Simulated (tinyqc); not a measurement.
Worked calculation: deep level with several charge states, and Shockley-Read-Hall recombination. Values are carried at full precision from step to step, so a last printed digit may differ when a step is redone from the rounded ones.

Energies from Ev. The defect has charge states +1, 0, -1 with weights 1, gm exp((EF - E1)/kT), exp((2 EF - E1 - E2)/kT); the shares are the weights over their sum. Boltzmann carriers: n = Nc exp((EF - Eg)/kT), p = Nv exp(-EF/kT). Neutrality: p - n + Nd + Nt <q> = 0.

Constants: kB = 8.617333262e-05 eV/K.

Inputs chosen for the exercise (gap and densities of states near those of GaAs at this temperature; shifted at random, so the results belong to these values and not to a real crystal): Eg = 1.443 eV (gap); Nc = 3.45e+17 1/cm^3 (conduction-band density of states); Nv = 7.37e+18 1/cm^3 (valence-band density of states); T = 250 K; E1 = 0.797 eV (level (+1/0) above Ev); E2 = 0.615 eV (level (0/-1) above Ev); gm = 1 (degeneracy of the middle state, the others 1); Nt = 4.5e+14 1/cm^3 (defects); Nd = 1.8e+14 1/cm^3 (ionised shallow donors minus acceptors); E_try = 0.697 eV (trial Fermi level); Et = 0.797 eV (recombination level above Ev); sn = 7.2e-15 cm^2 (electron capture cross-section); sp_ = 1.7e-16 cm^2 (hole capture cross-section); vth = 23000000 cm/s (thermal velocity, both carriers); Nm = 4.5e+15 1/cm^3 (equilibrium electrons for the lifetime steps); dn = 6.5e+12 1/cm^3 (excess pairs).

## Charge states at a trial Fermi level

Form the exponents, the shares, the mean charge and the residual of neutrality at EF = E_try.

exponents of the second and third weights: [-4.642, -0.836]

shares: +1 0.6929, 0 0.0067, -1 0.3005

<q> = 0.3924

n, p (1/cm^3): [316, 6.55e+04]

residual = 3.57e+14 1/cm^3

The residual is positive, so EF must rise.

## The neutral state

Solve for EF.

EF = 0.7152 eV

shares at EF: +1 0.297, 0 0.007, -1 0.697

n = 734 1/cm^3
p = 2.82e+04 1/cm^3

Without the defects the majority density would be 1.80e+14 1/cm^3; with them the density of these carriers is 7.34e+02, below that of the other kind: the type has inverted, so the defects more than cancel the doping. Most defects are in the state -1. The level order is inverted (negative U), so the middle state is never the most common.

## Recombination through one level

One level at Et with degeneracy 1: tn = 1/(sn vth Nt), tp = 1/(sp_ vth Nt), n1 = Nc exp((Et - Eg)/kT), p1 = Nv exp(-Et/kT), ni^2 = n1 p1. Equilibrium n0 = Nm, p0 = ni^2/Nm; n = n0 + dn, p = p0 + dn. U = (n p - ni^2)/(tp (n + n1) + tn (p + p1)), lifetime dn/U; emission rates en = sn vth n1, ep = sp_ vth p1.

Evaluate each quantity.

tn, tp (microsecond): [0.01342, 0.5683]

n1, p1 (1/cm^3): [3.27e+04, 632]

U = 1.14e+19 1/(cm^3 s)
lifetime = 0.568 microsecond

The lifetime is 1.000 times the minority capture time tp and 0.977 times tn + tp, the limit of high injection.

## Emission and generation in a depleted region

With n = p = 0 the level generates pairs at G = Nt en ep/(en + ep); generation lifetime tg = ni/G; current density e G W for a width W = 1 micrometre, e = 1.602176634e-19 C.

en, ep (1/s): [0.00542, 2.47e-06]

G = 1.11e+09 1/(cm^3 s)
tg = 4.09 microsecond
current density = 1.78e-14 A/cm^2

The slower step, hole emission, limits the rate: en/ep = 2.19e+03.

## Checks

- U against hole capture minus emission at the steady occupation of the level (1/(cm^3 s)): both 1.144e+19.

Program tinyqc; command `OMP_NUM_THREADS=1 python tinyqc.py 1651504 1651505 out.jsonl`; about 0.01 s on one thread of a shared Intel(R) Xeon(R) Processor @ 2.30GHz.
